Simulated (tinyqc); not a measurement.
Anisotropic elasticity and sound waves of a cubic crystal: one step, computed by the program tinyqc. Command: `OMP_NUM_THREADS=1 python tinyqc.py 3016580 3016581 out.jsonl cubicelastic walk`. One thread of a shared host (Intel(R) Xeon(R) Processor @ 2.30GHz), about 0.01 s of CPU time with the checks.

Voigt order 1..6 = xx, yy, zz, yz, xz, xy, with engineering shear strains. The rotated frame has x' as named, z' along the wafer normal and y' = z' x x'.

Task: Moduli along the axes of the frame. Invert C' to S'. E along x' = 1/S'11, along y' = 1/S'22; Poisson ratios nu(x'y') = -S'12/S'11 and nu(x'z') = -S'13/S'11; in-plane shear modulus 1/S'66.

Frame: (001) wafer, x' along [110].

C' (GPa):
```
       1      2      3     4     5     6
1  146.1   38.9   76.0   0.0   0.0   0.0
2   38.9  146.1   76.0   0.0   0.0   0.0
3   76.0   76.0  109.0   0.0   0.0   0.0
4    0.0    0.0    0.0  53.6   0.0   0.0
5    0.0    0.0    0.0   0.0  53.6   0.0
6    0.0    0.0    0.0   0.0   0.0  16.5
```

Give: E along x'; E along y'; nu(x'y'); nu(x'z'); in-plane shear modulus.

Result:

E along x' = 90.98 GPa

E along y' = 90.98 GPa

nu(x'y') = -0.1513

nu(x'z') = 0.8028

in-plane shear modulus = 16.50 GPa

E is the same along x' and y'. At least one Poisson ratio is negative: pulled along x', the crystal widens in that direction.
